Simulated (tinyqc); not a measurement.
Worked calculation: CID on RHF in the cc-pvdz basis, for He, spin multiplicity 1. One step of it, computed by the program tinyqc.

Question. CID: determinants and Hamiltonian. Slater-Condon rules over spin orbitals, with the nuclear repulsion added and E(HF) subtracted on the diagonal. Only determinants linked to the reference directly or through others are kept (one block of an abelian symmetry group), so some states are absent.

one-electron integrals over orbitals h = C^T H C (hartree), lower triangle:
```
           1          2         3         4         5
1  -1.941013
2   0.316447  -0.090238
3   0.000000   0.000000  0.784997
4   0.000000   0.000000  0.000000  0.784997
5   0.000000   0.000000  0.000000  0.000000  0.784997
```

Two-electron integrals over orbitals (pq|rs), unique and non-zero (hartree):
```
(11|11) 1.026865    (21|11) -0.316447   (21|21) 0.227505    (22|11) 0.857592
(22|21) -0.255195   (22|22) 0.765495    (31|31) 0.183149    (32|31) -0.025386
(32|32) 0.028529    (33|11) 0.961262    (33|21) -0.230485   (33|22) 0.774953
(33|33) 1.040531    (41|41) 0.183149    (42|41) -0.025386   (42|42) 0.028529
(43|43) 0.063706    (44|11) 0.961262    (44|21) -0.230485   (44|22) 0.774953
(44|33) 0.913119    (44|44) 1.040531    (51|51) 0.183149    (52|51) -0.025386
(52|52) 0.028529    (53|53) 0.063706    (54|54) 0.063706    (55|11) 0.961262
(55|21) -0.230485   (55|22) 0.774953    (55|33) 0.913119    (55|44) 0.913119
(55|55) 1.040531
```

nuclear repulsion = 0 hartree

Hartree-Fock energy = -2.85516048 hartree

Give: determinants; H - E(HF) between determinants.

Answer.

Occupation strings over the orbitals (2 doubly, a alpha, b beta, 0 empty; spin orbitals ordered 1a 1b 2a 2b ...): 20000 02000 00200 00020 00002

H - E(HF) between determinants (hartree), lower triangle:
```
        20000   02000   00200   00020   00002
20000  0.0000
02000  0.2275  3.4402
00200  0.1831  0.0285  5.4657
00020  0.1831  0.0285  0.0637  5.4657
00002  0.1831  0.0285  0.0637  0.0637  5.4657
```
